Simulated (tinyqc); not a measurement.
Geometry optimisation on the PBE/6-31g surface (energies and gradients from PySCF), for H3+, spin multiplicity 1, step by step. Computed by tinyqc, a small Python program that keeps every step (integrals from PySCF). Settings: charge = 1, multiplicity = 1, basis = 6-31g, functional = pbe,pbe, optimiser = bfgs, first Hessian = 1.0, largest step = 0.5, iteration cap = 30. Command: `OMP_NUM_THREADS=1 python tinyqc.py 26035 26036 out.jsonl` (the two numbers bound the seeds that draw the settings). One thread of a shared host (Intel(R) Xeon(R) Processor @ 2.60GHz), about 7 s of CPU time with the checks.

positions at the start (bohr):
```
          x        y        z
1H  -0.0624  -0.0132   0.0000
2H  -0.0113  -0.0340   1.5363
3H   0.0624   0.0794  -1.4078
```

Stop when the largest gradient component is below 3e-5 hartree/bohr. The inverse Hessian follows the BFGS update with s = step, y = change of gradient.

Course of the optimisation:
```
step  E (hartree)  largest gradient (hartree/bohr)
1       -1.267583                         3.92e-02
2       -1.269407                         1.60e-02
3       -1.269967                         1.06e-02
4       -1.270300                         5.37e-03
5       -1.270365                         2.87e-03
6       -1.270391                         2.39e-03
7       -1.270422                         2.79e-03
8       -1.270511                         7.22e-03
9       -1.271083                         2.42e-02
10      -1.268417                         5.11e-02
11      -1.271466                         2.93e-02
12      -1.271886                         3.38e-02
13      -1.272417                         3.84e-02
14      -1.273073                         4.25e-02
15      -1.273881                         4.61e-02
16      -1.274880                         4.92e-02
17      -1.276109                         5.20e-02
18      -1.277610                         5.46e-02
19      -1.279423                         5.70e-02
20      -1.281582                         5.92e-02
21      -1.284104                         6.10e-02
22      -1.286976                         6.23e-02
23      -1.290143                         6.30e-02
24      -1.293488                         6.27e-02
25      -1.296700                         6.13e-02
26      -1.302670                         4.49e-02
27      -1.307545                         4.30e-02
28      -1.310334                         3.07e-02
29      -1.313600                         2.41e-02
30      -1.316441                         1.58e-02
```

Can the last value be used, and what does the course show?

Not by the stop rule. Not converged within 30 steps: the energy rises at some steps, so steps overshoot. Reruns: method bfgs, first Hessian 0.6, largest step 0.3: converged in 20 (E = -1.31835).
